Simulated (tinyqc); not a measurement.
# Changing the heater half-width b

Model: the 3-omega method: a line heater on a substrate with a thin film. Computed by tinyqc, a small Python program. Command: `OMP_NUM_THREADS=1 python tinyqc.py 3007754 3007755 out.jsonl threeomega sweep`. One thread of a shared host (Intel(R) Xeon(R) Processor @ 2.30GHz), about 0.01 s of CPU time with the checks.

A current at angular frequency omega = 2 pi f heats the line at 2 omega with the amplitude P per length; the temperature swing Delta T at 2 omega gives a voltage at 3 omega. The substrate is taken as semi-infinite and isotropic, and the heat capacity of heater and film is left out.

Inputs (values chosen for the exercise, modelled on a phase-change telluride on silicon carbide): substrate conductivity kappa = 382 W/(m K); substrate heat capacity C = 2.28 1e6 J/(m^3 K); power amplitude per length P = 7.4 W/m; current frequency f = 44 Hz; film thickness t = 450 nm; film conductivity kappa_f = 0.51 W/(m K); interface resistance R_i = 5.6 m^2 K/GW; substrate thickness d_s = 725 micrometre; temperature coefficient of resistance beta = 3.4 1e-3/K; voltage amplitude V_1 = 0.44 V.

Method:
- D = kappa/C; q = sqrt(2 i omega/D); penetration depth 1/|q| = sqrt(D/(2 omega)).
- Delta T_s = (P/(pi kappa)) int_0^infinity (sin x/x)^2 / sqrt(x^2 + (q b)^2) dx with (q b)^2 = i |q b|^2, averaged over the heater width (12 Gauss-Legendre points on each of the pieces 0, 14 log-spaced edges from 1e-5 to 1, and multiples of pi to 40 pi; the tail adds 1/(4 (40 pi)^2)).
- For |q| b much below 1: Delta T_s = (P/(pi kappa)) [-ln(|q| b) + eta - i pi/4], eta = 3/2 - C_E = 0.92278, with Euler's C_E = 0.5772157.
- One-dimensional flow across the film: Delta T_f = P (t/kappa_f + R_i)/(2 b); total in-phase swing Delta T = Delta T_s + Delta T_f; third-harmonic amplitude V_3 = V_1 beta |Delta T|/2 with the out-of-phase part included; the apparent film conductivity is t/(t/kappa_f + R_i).
- Take the in-phase swing at f and at 2f; in the narrow-line limit kappa = P ln 2/(2 pi [Delta T(f) - Delta T(2f)]), whatever the film and the heater width.

One run for each value; columns: (1) heater half-width b (micrometre); (2) error of the slope method (%); (3) in-phase Delta T_s (K); (4) Delta T_f (K); (5) film share of the in-phase swing; (6) |q| b:
```
(1)          (2)      (3)    (4)     (5)     (6)
0.50   3.118e-05  0.04888  6.571  0.9926  0.0009
0.94   1.102e-04  0.04499  3.495  0.9873  0.0017
1.80   4.038e-04  0.04098  1.825  0.9780  0.0033
3.40   1.441e-03  0.03706  0.966  0.9631  0.0062
6.30   4.946e-03  0.03325  0.521  0.9401  0.0114
12.00  1.794e-02  0.02928  0.274  0.9034  0.0218
22.00  6.022e-02  0.02554  0.149  0.8539  0.0400
42.00  2.187e-01  0.02156  0.078  0.7839  0.0763
80.00  7.861e-01  0.01760  0.041  0.7000  0.1453
```

Describe and explain the trends.

Over the rows, error of the slope method (%) rises from 3.12e-5 to 0.786 (exponent d ln y / d ln x about 2.0 throughout); in-phase Delta T_s (K) falls from 0.0489 to 0.0176 (exponent d ln y / d ln x -0.13 between the first rows and -0.32 between the last); Delta T_f (K) falls from 6.57 to 0.0411 (exponent d ln y / d ln x about -1.0 throughout). The exponent of Delta T_f stays at -1: the flux is P/(2b). Narrow heaters keep the slope method exact and raise the film signal as 1/b, while the substrate signal changes only as ln b as long as |q| b is well below 1.

Caution (all rows): the penetration depth exceeds a fifth of the substrate thickness, so the back face is felt and the semi-infinite formula fails. Caution (rows 0.500, 0.940): the film is not thin against the heater width, so heat spreads sideways in it and the one-dimensional step fails.
